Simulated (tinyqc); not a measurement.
Three-phonon processes in a diatomic chain: dispersion, energy and momentum conservation, and decay channels of optical phonons: one step, computed by the program tinyqc. Command: `OMP_NUM_THREADS=1 python tinyqc.py 3120899 3120900 out.jsonl threeph walk`. One thread of a shared host (Intel(R) Xeon(R) Processor @ 2.30GHz), about 0.05 s of CPU time with the checks.

Cell length a, two atoms, one spring constant. x = q a/pi runs from -1 to 1; A and O are the acoustic and optical branches. Matrix elements are not computed: only conservation laws and occupation factors are followed.

Problem. Dispersion. omega^2 = k (1/m + 1/M) -/+ k sqrt((1/m + 1/M)^2 - 4 sin^2(pi x/2)/(m M)); nu = 15.6333042 THz x sqrt(omega^2) for eV/(angstrom^2 u).

Inputs (values chosen for the exercise, for a model chain): light mass m = 31 u; heavy mass M = 84.3 u; spring constant k = 10 eV/angstrom^2.

Constants: nu for 1 eV/(angstrom^2 u) = 15.6333042 THz.

Give: the table «Branches» with the columns nu_A (THz), nu_O (THz), for x = 0.10, 0.20, 0.35, 0.50, 0.65, 0.80, 0.90, 1.00.

Solution.

Branches:

| x | nu_A (THz) | nu_O (THz) |
|---|---|---|
| 0.10 | 1.021 | 14.65 |
| 0.20 | 2.032 | 14.54 |
| 0.35 | 3.503 | 14.26 |
| 0.50 | 4.882 | 13.85 |
| 0.65 | 6.104 | 13.36 |
| 0.80 | 7.063 | 12.88 |
| 0.90 | 7.469 | 12.64 |
| 1.00 | 7.615 | 12.56 |
